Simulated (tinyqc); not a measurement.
## Voltage drop against the factor on the load at the hot node

A grid of 17 by 17 nodes with segments Rx (rows) and Ry (columns); every node draws I1 and the central node kh I1; pads with resistance Rp sit at the nodes whose row and column are multiples of the pitch, counting from 0. The drops u = Vdd - V follow from G u = i, with G the conductance matrix and i the load currents, solved directly. Here the pitch is 4.

Inputs (values chosen for the exercise): supply voltage Vdd = 0.7 V; resistance of a horizontal segment Rx = 0.18 ohm; resistance of a vertical segment Ry = 0.19 ohm; resistance from a pad node to the supply Rp = 0.087 ohm; load current of a node in the large grid I1 = 0.11 mA.

Voltage drop against the factor on the load at the hot node:

| kh | pads | worst drop (mV) | mean drop (mV) | largest drop at a pad (mV) | largest pad current (mA) | worst drop over Vdd (%) |
|---|---|---|---|---|---|---|
| 1 | 25 | 0.2368 | 0.1925 | 0.1407 | 1.617 | 0.03383 |
| 2 | 25 | 0.2380 | 0.1930 | 0.1458 | 1.676 | 0.03401 |
| 5 | 25 | 0.2417 | 0.1944 | 0.1613 | 1.854 | 0.03453 |
| 10 | 25 | 0.2478 | 0.1969 | 0.1871 | 2.151 | 0.03540 |
| 20 | 25 | 0.2685 | 0.2017 | 0.2388 | 2.744 | 0.03836 |
| 50 | 25 | 0.3936 | 0.2163 | 0.3936 | 4.525 | 0.05623 |
| 100 | 25 | 0.6518 | 0.2407 | 0.6518 | 7.492 | 0.09311 |

The worst drop rises from 0.237 to 0.652 mV and the mean drop rises from 0.192 to 0.241 mV. The central node is itself a pad. The drops are linear in the loads, so the mean grows by 4.87e-4 mV for each unit of kh in every row.

Computed by the program tinyqc: `OMP_NUM_THREADS=1 python tinyqc.py 2770154 2770155 out.jsonl`, one thread of a shared Intel Xeon 2.30GHz, about 0.09 s for the whole run.
